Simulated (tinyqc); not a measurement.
Effective mass of the heavy-hole band from tabulated energies, step by step. Values are carried at full precision from step to step, so a last printed digit may differ when a step is redone from the rounded ones.

c = hbar^2/2m0.
Constants: hbar^2/2m0 = 3.80998211 eV angstrom^2; kB = 8.617333262e-05 eV/K.

Parameters, chosen for this exercise (out of a larger set: band of an eight-band Kane model near GaAs; not measured data): T = 300 K (temperature).

## Finite differences

Energies along [110], from the band edge downward:
```
k (1/angstrom)  E (meV)
0.00000          0.0000
0.01700          1.6170
0.03400          6.3584
0.05100         13.9000
0.06800         23.7219
0.08500         35.1589
0.10200         47.4908
0.11900         60.0608
0.13600         72.3802
```

reference mass (curvature of the model at k = 0.0001 1/angstrom) = 0.67710 m0

The band is even in k. m = c k^2/E(k) from the points 1, 2, 4 (k = 0 is point 0); Richardson from points 1 and 2: c/m = [16 E(k1) - E(k2)]/(12 k1^2).

m from points 1, 2, 4 (m0): 0.68094  0.69268  0.74266

m by Richardson = 0.67712 m0

Errors against the reference: +0.57, +2.30 and +9.68 % and 0.00 %. The extrapolation removes the k^4 term.

## Least squares over all points

Fit E = a k^2 (a = sum k^2 E/sum k^4), then E = a k^2 + b k^4 from the normal equations; E in eV; m = c/a.

sums of k^4, k^6, k^8: 0.00073265  1.0789e-05  1.7219e-07

sums of k^2 E, k^4 E: 0.0030910  4.4391e-05

a, one term = 4.2190 eV angstrom^2

a and b, two terms: 5.463  -84.50

m, one and two terms (m0): 0.90305  0.69738

The parabola over all points errs by +33.4 % because the weights k^4 favour the outer points; the second term brings the error to +3.0 %.

## The non-parabolic form

E (1 + alpha E) = c k^2/m means that y = c k^2/E is a straight line in E with intercept m and slope m alpha. Fit the line by unweighted least squares over points 1 to 8, E in eV.

y (m0): 0.68094  0.69268  0.71293  0.74266  0.78293  0.83467  0.89831  0.97360

m = 0.658434 m0
alpha = 6.1246 1/eV

The intercept errs by -2.76 %. For this band the scale of alpha is set by Dso = 0.343 eV as well as by the gap.

## Which mass for which use

From the fitted m and alpha: momentum mass at energy E, m (1 + 2 alpha E); curvature mass m (1 + 2 alpha E)^3; thermal factors to first order in alpha kT: density of states Nc (1 + 15 alpha kT/4), conductivity mass m (1 + 5 alpha kT). Take E = 3 kT/2.

alpha kT = 0.1583
momentum mass = 0.97119 m0
curvature mass = 2.11294 m0
factor on Nc = 1.5937
thermal conductivity mass = 1.17969 m0

alpha kT is not small, so first order is only a guide. For a warped valence band one direction does not stand for the whole band.

## Checks

- Two-term fit by normal equations against a least-squares routine: both 5.46329.

Computed by tinyqc, a small Python program: `OMP_NUM_THREADS=1 python tinyqc.py 1850986 1850987 out.jsonl` (the numbers bound the seed that draws the inputs); one thread of a shared host (Intel(R) Xeon(R) Processor @ 2.30GHz), about 0.01 s for the whole set of steps.
